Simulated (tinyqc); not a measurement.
## Free and trapped electrons in a MOS channel with a dense trap tail: effect of the decay energy of the tail

p-type body, charge-sheet picture, full ionisation (an idealisation for deep acceptors), Boltzmann statistics for free electrons. e = Ec - EF at the surface. Acceptor-like traps of density D(E) = D0 + De exp(-E/Ew) at depth E below Ec, from 0 to Eu, hold n_t = integral of D(E)/(1 + exp((e - E)/Vt)). psi = Eg - Vt ln(Nv/Na) - e; N_dep = sqrt(2 eps0 eps_r Na (psi - Vt)/q); n_f = sqrt(N_dep^2 + 2 eps0 eps_r Vt Nc exp(-e/Vt)/q) - N_dep; Vg = Vfb + psi + q (N_dep + n_t + n_f)/Cox, Cox = eps0 eox/tox.

VT is the Vg for n_f = 1e11 cm^-2; swing ln 10 n_f/(dn_f/dVg) at n_f = 1e8 cm^-2; the last three columns are for Vg = VT + 2.2 V, with free share n_f/(n_f + n_t) and field-effect mobility mf q (dn_f/dVg)/Cox; there EF is near the band edge, where Boltzmann statistics are rough.

Values chosen for this exercise; band and dielectric values close to those of gallium nitride: temperature T = 300 K; band gap Eg = 3.4 eV; relative permittivity eps_r = 9.53; conduction-band density of states at T Nc = 2.31e18 cm^-3; valence-band density of states at T Nv = 4.63e19 cm^-3; relative permittivity of the insulator eox = 3.9; insulator thickness tox = 27 nm; acceptor density Na = 4.1e15 cm^-3; flat-band voltage without trapped charge Vfb = -2.04 V; constant background density of acceptor-like traps D0 = 3.7e10 cm^-2 eV^-1; density of the tail at the conduction edge De = 1.4e13 cm^-2 eV^-1; depth below Ec down to which the traps reach Eu = 0.98 eV; mobility of free electrons mf = 180 cm^2/(V s).

Constants: q = 1.602176634e-19 C, kB = 1.380649e-23 J/K, Vt = kB T/q, eps0 = 8.8541878128e-14 F/cm where lengths are in cm. Results are converted to the units shown.

Results:

| Ew (eV) | e at VT (eV) | VT (V) | q n_t/Cox at VT (V) | swing (mV/decade) | n_f (cm^-2) | free share (%) | field-effect mobility (cm^2/(V s)) |
|---|---|---|---|---|---|---|---|
| 0.03 | 0.05237 | 1.856 | 0.2075 | 69.25 | 1.515e12 | 78.13 | 170.4 |
| 0.07 | 0.05237 | 2.336 | 0.6877 | 113.4 | 1.362e12 | 58.55 | 166.2 |
| 0.09 | 0.05237 | 2.626 | 0.9774 | 155.8 | 1.321e12 | 51.61 | 164.9 |
| 0.11 | 0.05237 | 2.932 | 1.283 | 203.1 | 1.290e12 | 46.02 | 163.8 |
| 0.13 | 0.05237 | 3.247 | 1.599 | 251.0 | 1.267e12 | 41.47 | 163.0 |
| 0.15 | 0.05237 | 3.569 | 1.920 | 297.2 | 1.249e12 | 37.71 | 162.3 |
| 0.17 | 0.05237 | 3.892 | 2.244 | 340.7 | 1.235e12 | 34.57 | 161.7 |

Estimate the missing row, Ew = 0.05 eV.

Computed row:

| Ew (eV) | e at VT (eV) | VT (V) | q n_t/Cox at VT (V) | swing (mV/decade) | n_f (cm^-2) | free share (%) | field-effect mobility (cm^2/(V s)) |
|---|---|---|---|---|---|---|---|
| 0.05 | 0.05237 | 2.073 | 0.4244 | 82.69 | 1.422e12 | 67.25 | 168.0 |

With this row back in the table: As Ew goes from 0.03 to 0.17, VT rises from 1.86 to 3.89 V, its part due to traps rises from 0.208 to 2.24 V, the swing rises from 69.2 to 341 mV/decade and the field-effect mobility falls from 170 to 162 cm^2/(V s).

tinyqc, about 0.02 s, one thread, Intel Xeon 2.30GHz (shared host): `OMP_NUM_THREADS=1 python tinyqc.py 2222183 2222184 out.jsonl`
